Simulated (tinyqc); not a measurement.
Plasmons of a degenerate electron gas in the random-phase approximation, step by step. Values are carried at full precision from step to step, so a last printed digit may differ when a step is redone from the rounded ones.

Zero temperature, parabolic band: kF = (3 pi^2 n)^(1/3), EF = c kF^2/m, Ep^2 = 8 pi c e2 n/(m eb), qTF^2 = 6 pi e2 n/(eb EF), c = hbar^2/2m0, e2 = e^2/(4 pi eps0), n in 1/angstrom^3 (1e-24 per 1/cm^3).

Constants: hbar^2/2m0 = 3.80998211 eV angstrom^2; e^2/(4 pi eps0) = 14.39964547 eV angstrom; a0 (Bohr radius) = 0.5291772105 angstrom.

Values chosen for the exercise (a free-electron density near that of Na; not measured data): n = 2.68e+22 1/cm^3 (electron density); m = 1 m0 (mass); eb = 1 (background dielectric constant); q = 0.74 1/angstrom (wave vector); E = 1.01 eV (energy transfer); qp = 0.505 1/angstrom (wave vector of the plasmon).

## Scales of the gas

Also rs = (3/(4 pi n))^(1/3) m/(a0 eb).

kF = 0.92580 1/angstrom
EF = 3.2656 eV
Ep = 6.0789 eV
qTF = 1.4925 1/angstrom
hbar vF = 7.0546 eV angstrom
rs = 3.917

Ep/EF = 1.862. With rs above 1 exchange and correlation, left out here, lower the dispersion noticeably.

## The dielectric function at one point

Lindhard function: eps(q, E)/eb = 1 + (qTF/q)^2 (f1 + i f2) with z = q/(2 kF), u = E/(hbar vF q), hbar vF = 2 c kF/m; f1 = 1/2 + [h(z - u) + h(z + u)]/(8 z), h(x) = (1 - x^2) ln|(x + 1)/(x - 1)|; f2 = pi u/2 for z + u < 1, (pi/(8 z))(1 - (z - u)^2) for |z - u| < 1 < z + u, else 0. Pairs exist for c (q^2 - 2 q kF)/m < E < c (q^2 + 2 q kF)/m.

Give also the loss function Im(-eb/eps).

z, u: [0.3997, 0.1935]

f1, f2: [0.9020, 0.3039]

eps/eb = 4.669+1.236i
loss function = 0.053

The point lies inside the pair continuum, so eps has an imaginary part.

## The plasmon at one wave vector

Solve f1 (qTF/q)^2 = -1 above the continuum, and compare with E^2 = Ep^2 + (3/5)(hbar vF q)^2 + (c q^2/m)^2.

top of the continuum = 4.534 eV
plasmon energy = 6.789 eV
short formula = 6.746 eV

The plasmon lies 2.255 eV above the continuum and 11.7 % above Ep; the short formula errs by -0.63 %.

## Where Landau damping starts

Find qc at which the plasmon meets the top of the continuum, eps(qc, c (qc^2 + 2 qc kF)/m) = 0, and compare with Ep/(hbar vF).

qc = 0.8685 1/angstrom
qc/kF = 0.938
energy there = 9.000 eV
Ep/(hbar vF) = 0.8617 1/angstrom

The simple estimate is 0.992 times qc.

## Checks

- F-sum of the loss function at q = 1.3 qc over (pi/2) Ep^2 against 1: both 1.00.
- f1 at E = 0 and z = 0.6 against the static Lindhard function: both 0.86968.

(tinyqc, `OMP_NUM_THREADS=1 python tinyqc.py 1680614 1680615 out.jsonl`, Intel(R) Xeon(R) Processor @ 2.30GHz, 1 thread, shared host, about 0.01 s.)
